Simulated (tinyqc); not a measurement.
## Free and trapped electrons in a MOS channel with a dense trap tail: effect of the temperature

p-type body, charge-sheet picture, full ionisation (an idealisation for deep acceptors), Boltzmann statistics for free electrons. e = Ec - EF at the surface. Acceptor-like traps of density D(E) = D0 + De exp(-E/Ew) at depth E below Ec, from 0 to Eu, hold n_t = integral of D(E)/(1 + exp((e - E)/Vt)). psi = Eg - Vt ln(Nv/Na) - e; N_dep = sqrt(2 eps0 eps_r Na (psi - Vt)/q); n_f = sqrt(N_dep^2 + 2 eps0 eps_r Vt Nc exp(-e/Vt)/q) - N_dep; Vg = Vfb + psi + q (N_dep + n_t + n_f)/Cox, Cox = eps0 eox/tox.

Nc and Nv are given at 300 K and scale as (T/300 K)^1.5; Eg, Vfb and mf are held fixed. VT is the Vg for n_f = 1e11 cm^-2; swing ln 10 n_f/(dn_f/dVg) at n_f = 1e8 cm^-2; the last three columns are for Vg = VT + 2.2 V, with free share n_f/(n_f + n_t) and field-effect mobility mf q (dn_f/dVg)/Cox; there EF is near the band edge, where Boltzmann statistics are rough.

Values chosen for this exercise; band and dielectric values close to those of silicon:
- Eg = 1.14 eV (band gap)
- eps_r = 11.6 (relative permittivity)
- Nc = 2.79e19 cm^-3 (conduction-band density of states at the reference temperature)
- Nv = 2.65e19 cm^-3 (valence-band density of states at the reference temperature)
- eox = 3.9 (relative permittivity of the insulator)
- tox = 28 nm (insulator thickness)
- Na = 1.9e17 cm^-3 (acceptor density)
- Vfb = -0.81 V (flat-band voltage without trapped charge)
- D0 = 5.3e10 cm^-2 eV^-1 (constant background density of acceptor-like traps)
- De = 4e13 cm^-2 eV^-1 (density of the tail at the conduction edge)
- Ew = 0.05 eV (decay energy of the tail)
- Eu = 0.9 eV (depth below Ec down to which the traps reach)
- mf = 190 cm^2/(V s) (mobility of free electrons)

Constants: q = 1.602176634e-19 C, kB = 1.380649e-23 J/K, Vt = kB T/q, eps0 = 8.8541878128e-14 F/cm where lengths are in cm. Results are converted to the units shown.

Effect of the temperature:
columns A: T (K); B: e at VT (eV); C: VT (V); D: q n_t/Cox at VT (V); E: swing (mV/decade); F: n_f (cm^-2); G: free share (%); H: field-effect mobility (cm^2/(V s))
```
A          B      C       D      E         F      G      H
200  0.04032  3.735   1.354  188.0  1.006e12  36.36  147.4
250  0.06298  3.254  0.9758  160.5  9.298e11  37.78  131.2
300  0.08813  2.856  0.6901  160.5  9.205e11  41.40  123.6
350   0.1154  2.530  0.4847  177.7  9.455e11  46.25  121.4
400   0.1447  2.257  0.3415  206.6  9.868e11  51.66  122.1
450   0.1759  2.021  0.2435  246.4  1.034e12  57.18  124.4
500   0.2089  1.807  0.1770  302.4  1.080e12  62.51  127.4
550   0.2437  1.604  0.1318  396.0  1.120e12  67.48  130.6
```

As T goes from 200 to 550, VT falls from 3.73 to 1.60 V, its part due to traps falls from 1.35 to 0.132 V, the swing goes from 188 through a minimum of 160 (at T = 300 among the rows listed) to 396 mV/decade and the field-effect mobility goes from 147 through a minimum of 121 (at T = 350 among the rows listed) to 131 cm^2/(V s). On heating the same n_f is reached with EF deeper in the gap, where fewer tail states are filled.

tinyqc, about 0.02 s, one thread, Intel Xeon 2.30GHz (shared host): `OMP_NUM_THREADS=1 python tinyqc.py 2222077 2222078 out.jsonl`
